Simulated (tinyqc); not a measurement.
X-ray photoelectron analysis of a thin oxide on a semiconductor: attenuation lengths, thickness, angle series and band offsets: one step, computed by the program tinyqc. Command: `OMP_NUM_THREADS=1 python tinyqc.py 3113859 3113860 out.jsonl xps walk`. One thread of a shared host (Intel(R) Xeon(R) Processor @ 2.30GHz), about 0.01 s of CPU time with the checks.

The same element is seen in the oxide and in the substrate, at nearly the same kinetic energy; films are flat and uniform, and the work function is ignored.

Question. Inelastic mean free paths. TPP-2M: lambda = E/(E_p^2 [b ln(c E) - C/E + D/E^2]) in angstrom, E_p = 28.8 sqrt(N_v rho/M), b = -0.10 + 0.944/sqrt(E_p^2 + E_g^2) + 0.069 rho^0.1, c = 0.191/sqrt(rho), U = N_v rho/M, C = 1.97 - 0.91 U, D = 53.4 - 20.8 U, with E = photon energy less binding energy in eV. Attenuation length L = factor x lambda.

Inputs (values chosen for the exercise, modelled on SiO2 on silicon):
```
quantity,value,unit
photon energy,650,eV
binding energy of the core level,99.4,eV
oxide density,2.26,g/cm^3
oxide formula mass,60.08,g/mol
valence electrons per oxide formula,16,-
oxide gap,8.93,eV
substrate density,2.33,g/cm^3
substrate formula mass,28.09,g/mol
valence electrons per substrate formula,4,-
substrate gap,1.12,eV
attenuation length over inelastic mean free path,0.94,-
```

Give: kinetic energy E; the table «Terms» with the columns E_p (eV), b, c, lambda (nm), for layer = oxide, substrate; L in the oxide; L in the substrate.

Answer.

kinetic energy E = 550.6 eV

Terms:
```
layer,E_p (eV),b,c,lambda (nm)
oxide,22.34,0.01409,0.1271,1.921
substrate,16.59,0.03187,0.1251,1.516
```

L in the oxide = 1.805 nm

L in the substrate = 1.425 nm
